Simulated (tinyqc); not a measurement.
Raising U: Hubbard ring of 5 sites, mean field against exact. Computed by the program tinyqc. Collinear unrestricted mean field (the lowest of 40 random starts) against exact diagonalisation.

one-body matrix (hopping and site energies) (eV):
```
         1        2        3        4        5
1   0.0000  -1.4300   0.0000   0.0000  -1.4300
2  -1.4300   0.0000  -1.4300   0.0000   0.0000
3   0.0000  -1.4300   0.0000  -1.4300   0.0000
4   0.0000   0.0000  -1.4300   0.0000  -1.4300
5  -1.4300   0.0000   0.0000  -1.4300   0.0000
```

electrons, up and down: 3  2

Exact and mean-field results (eV):

| U | U/t | E exact | E mean field | mean \|n_up - n_down\| | double occupancy, exact | first gap in the sector |
|---|---|---|---|---|---|---|
| 0.710 | 0.497 | -7.55162 | -7.52454 | 0.200 | 0.222 | 0.000 |
| 1.430 | 1.000 | -6.78899 | -6.67735 | 0.220 | 0.202 | 0.000 |
| 2.860 | 2.000 | -5.49122 | -5.05102 | 0.335 | 0.161 | 0.000 |
| 5.720 | 4.000 | -3.71812 | -2.81051 | 0.787 | 0.092 | 0.000 |
| 8.580 | 6.000 | -2.71397 | -1.89280 | 0.909 | 0.053 | 0.000 |
| 11.440 | 8.000 | -2.11252 | -1.42426 | 0.949 | 0.033 | 0.000 |
| 17.160 | 12.000 | -1.44969 | -0.95166 | 0.978 | 0.016 | 0.000 |
| 28.600 | 20.000 | -0.88362 | -0.57164 | 0.992 | 0.006 | 0.000 |

Estimate the missing row, U = 4.29.

Computed row:
```
U        U/t   E exact  E mean field  mean |n_up - n_down|  double occupancy, exact  first gap in the sector
4.290  3.000  -4.48008      -3.68156                 0.611                    0.123                    0.000
```

In absolute terms mean field is worst at U/t = 4.0, 0.908 eV too high: at small U it is nearly exact, and at large U it misses only exchange-scale energies. Relative to the exact energy its error is 0.4 % at the smallest U, 35 % at most and 35 % at the largest. The double occupancy falls from 0.222 to 0.006; the lowest level is degenerate at every U, so the first gap stays zero.
